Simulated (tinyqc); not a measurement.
Changing the imaginary frequency at the saddle nu_b: harmonic transition-state theory with quantum, tunnelling and friction corrections. Computed by tinyqc, a small Python program. Command: `OMP_NUM_THREADS=1 python tinyqc.py 3019018 3019019 out.jsonl rates sweep`. One thread of a shared host (Intel(R) Xeon(R) Processor @ 2.30GHz), about 0.03 s of CPU time with the checks.

One atom hops between equivalent sites; three modes at the minimum and two real modes at the saddle are treated as harmonic, the rest of the crystal as unchanged; melting is ignored, so hot rows may lie above the melting point.

Inputs (values chosen for the exercise, modelled on interstitial carbon in iron): barrier E_b = 0.886 eV; temperature T = 626 K.

Lattice of sites: three-dimensional.

Constants: h x 1 THz = 4.135667696 meV; k_B = 8.617333262e-05 eV/K.

Method. With u = h nu_b/(k_B T): Wigner factor 1 + u^2/24; parabolic barrier (Bell) (u/2)/sin(u/2), valid above T_c = h nu_b/(2 pi k_B); symmetric Eckart barrier: kappa = int_0^infinity P(E) exp(-(E - E_b)/(k_B T)) dE/(k_B T), P = (cosh 2a - 1)/(cosh 2a + cosh 2d), a = alpha sqrt(E/E_b), alpha = 2 pi E_b/(h nu_b), 2d = 2 sqrt(alpha^2 - pi^2/4).

One run for each value:
```
imaginary frequency at the saddle nu_b (THz),Eckart factor,Wigner factor,crossover temperature T_c (K)
4.3,1.0048,1.0045,32.84
5.5,1.0079,1.0074,42.01
7.1,1.0132,1.0123,54.23
9.2,1.0223,1.0207,70.27
12.0,1.0382,1.0353,91.66
15.0,1.0605,1.0551,114.57
20.0,1.1106,1.0980,152.76
26.0,1.1952,1.1656,198.59
```

What does the table show, and why?

Over the rows, Eckart factor rises from 1.00 to 1.20 (exponent d ln y / d ln x 0.012 between the first rows and 0.28 between the last); Wigner factor rises from 1.00 to 1.17 (exponent d ln y / d ln x 0.012 between the first rows and 0.23 between the last); crossover temperature T_c (K) rises from 32.8 to 199 (exponent d ln y / d ln x about 1.0 throughout). The exponent of crossover temperature T_c stays at 1: T_c = h nu_b/(2 pi k_B). A larger nu_b means a narrower barrier of the same height.

Extremes, crossings and ranges named in words are read from the listed rows.
